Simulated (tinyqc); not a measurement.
Inside a calculation. Method: plane-wave Kohn-Sham cycle with exchange-only LDA in a layered model solid. Computed by tinyqc, a small Python program that keeps every step. Settings: points = 16, plane-wave index or count = 2, electrons = 2, k points = 4, area = 17.0, mixing = 0.5, iteration cap = 50. Command: `OMP_NUM_THREADS=1 python tinyqc.py 29844 29845 out.jsonl` (the two numbers bound the seeds that draw the settings). One thread of a shared host (Intel(R) Xeon(R) Processor @ 2.60GHz), about 0.01 s of CPU time with the checks. Later iterations appear only in the table of the cycle.

## Iteration 1: potential

A solid whose potential varies along x alone (atomic units):
```
parameter                      value
period a                    4.500000
cross-section of the cell  17.000000
electrons per cell                 2
grid points                       16
plane waves -n..n, n               2
k points                           4
V1 in V1 cos(2 pi x/a)     -0.400000
V2 in V2 cos(4 pi x/a)     -0.250000
```

density at the start, on the grid x_j = j a/N (e/bohr^3): 0.026144  0.026144  0.026144  0.026144  0.026144  0.026144  0.026144  0.026144  0.026144  0.026144  0.026144  0.026144  0.026144  0.026144  0.026144  0.026144

V_H(G) = 4 pi rho(G)/G^2 for G != 0 (uniform background); v_x = -(3 rho/pi)^(1/3); V = V_ext + V_H + v_x; Fourier components f(G_m) = (1/N) sum_j f(x_j) exp(-i G_m x_j).

Potentials on the grid (hartree):
```
x         V_ext     V_H      v_x        V
0.0000  -0.6500  0.0000  -0.2923  -0.9423
0.2812  -0.5463  0.0000  -0.2923  -0.8386
0.5625  -0.2828  0.0000  -0.2923  -0.5751
0.8438   0.0237  0.0000  -0.2923  -0.2686
1.1250   0.2500  0.0000  -0.2923  -0.0423
1.4062   0.3299  0.0000  -0.2923   0.0376
1.6875   0.2828  0.0000  -0.2923  -0.0094
1.9688   0.1928  0.0000  -0.2923  -0.0995
2.2500   0.1500  0.0000  -0.2923  -0.1423
2.5312   0.1928  0.0000  -0.2923  -0.0995
2.8125   0.2828  0.0000  -0.2923  -0.0094
3.0938   0.3299  0.0000  -0.2923   0.0376
3.3750   0.2500  0.0000  -0.2923  -0.0423
3.6562   0.0237  0.0000  -0.2923  -0.2686
3.9375  -0.2828  0.0000  -0.2923  -0.5751
4.2188  -0.5463  0.0000  -0.2923  -0.8386
```

V(G_m), m = 0, 1, 2, ... (hartree): -0.2923  -0.2000  -0.1250  0.0000  0.0000

## Iteration 1: Hamiltonian at one k

k = 0.1250 2 pi / a

H(m,m') = (k + G_m)^2/2 delta + V(G_m - G_m'), with V(-G) = V(G).

H (hartree), lower triangle:
```
         -2       -1       +0       +1      +2
-2   3.1347
-1  -0.2000   0.4540
+0  -0.1250  -0.2000  -0.2770
+1   0.0000  -0.1250  -0.2000   0.9414
+2   0.0000   0.0000  -0.1250  -0.2000  4.1095
```

## Iteration 1: levels at that k

Diagonalise the Hermitian matrix.

eigenvalues (hartree): -0.3805  0.4861  0.9788  3.1532  4.1250

## Iteration 1: new density

Motion across x is left out: the lowest 1 band(s) hold two electrons at each of the k points (j + 1/2)/nk - 1/2. Residual R = rho(out) - rho(in); rho(new) = rho(in) + 0.5 R. rho(out) = 2/(a A nk) sum |psi|^2 with psi = sum c exp(i G x). Harris energy E = band energy - dV sum rho (V_H/2 + v_x) + (3/4) dV sum rho v_x with rho(in), dV = a A/N, band energy = (2/nk) sum of the filled levels.

rho(out) (e/bohr^3): 0.060904  0.056049  0.044001  0.030197  0.019022  0.011886  0.008100  0.006443  0.006000  0.006443  0.008100  0.011886  0.019022  0.030197  0.044001  0.056049

density after iteration 1 (e/bohr^3): 0.043524  0.041096  0.035072  0.028171  0.022583  0.019015  0.017122  0.016293  0.016072  0.016293  0.017122  0.019015  0.022583  0.028171  0.035072  0.041096

energy per cell = -0.551510 hartree

## Iteration 2: potential

As before.

Potentials on the grid (hartree):
```
x         V_ext      V_H      v_x        V
0.0000  -0.6500   0.0913  -0.3464  -0.9050
0.2812  -0.5463   0.0829  -0.3398  -0.8032
0.5625  -0.2828   0.0599  -0.3223  -0.5453
0.8438   0.0237   0.0281  -0.2996  -0.2478
1.1250   0.2500  -0.0058  -0.2783  -0.0341
1.4062   0.3299  -0.0364  -0.2628   0.0307
1.6875   0.2828  -0.0600  -0.2538  -0.0309
1.9688   0.1928  -0.0747  -0.2496  -0.1316
2.2500   0.1500  -0.0797  -0.2485  -0.1782
2.5312   0.1928  -0.0747  -0.2496  -0.1316
2.8125   0.2828  -0.0600  -0.2538  -0.0309
3.0938   0.3299  -0.0364  -0.2628   0.0307
3.3750   0.2500  -0.0058  -0.2783  -0.0341
3.6562   0.0237   0.0281  -0.2996  -0.2478
3.9375  -0.2828   0.0599  -0.3223  -0.5453
4.2188  -0.5463   0.0829  -0.3398  -0.8032
```

V(G_m), m = 0, 1, 2, ... (hartree): -0.2880  -0.1818  -0.1269  0.0001  0.0001

## Iteration 2: Hamiltonian at one k

k = 0.1250 2 pi / a

As before.

H (hartree), lower triangle:
```
         -2       -1       +0       +1      +2
-2   3.1390
-1  -0.1818   0.4583
+0  -0.1269  -0.1818  -0.2728
+1   0.0001  -0.1269  -0.1818   0.9457
+2   0.0001   0.0001  -0.1269  -0.1818  4.1137
```

## Iteration 2: levels at that k

As before.

eigenvalues (hartree): -0.3613  0.4806  0.9823  3.1551  4.1273

## Iteration 2: new density

As before.

rho(out) (e/bohr^3): 0.059335  0.054722  0.043261  0.030094  0.019384  0.012508  0.008848  0.007251  0.006829  0.007251  0.008848  0.012508  0.019384  0.030094  0.043261  0.054722

density after iteration 2 (e/bohr^3): 0.051429  0.047909  0.039167  0.029132  0.020984  0.015761  0.012985  0.011772  0.011451  0.011772  0.012985  0.015761  0.020984  0.029132  0.039167  0.047909

energy per cell = -0.525461 hartree

## Convergence

Stop when sqrt(dV sum R^2) is below 1e-8, dV = a A/N.

Course of the cycle:
```
iteration  E (hartree)  norm of the residual
1            -0.551510              1.69e-01
2            -0.525461              7.74e-02
3            -0.520233              3.52e-02
4            -0.519262              1.61e-02
5            -0.519077              7.39e-03
6            -0.519040              3.41e-03
7            -0.519032              1.58e-03
8            -0.519031              7.32e-04
9            -0.519030              3.40e-04
10           -0.519030              1.58e-04
11           -0.519030              7.33e-05
12           -0.519030              3.41e-05
13           -0.519030              1.59e-05
14           -0.519030              7.43e-06
15           -0.519030              3.47e-06
16           -0.519030              1.63e-06
17           -0.519030              7.67e-07
18           -0.519030              3.63e-07
19           -0.519030              1.72e-07
20           -0.519030              8.20e-08
21           -0.519030              3.93e-08
22           -0.519030              1.90e-08
23           -0.519030              9.20e-09
```

Converged in 23 iterations. Before convergence this energy mixes input and output and is not variational, so it may rise towards its limit.
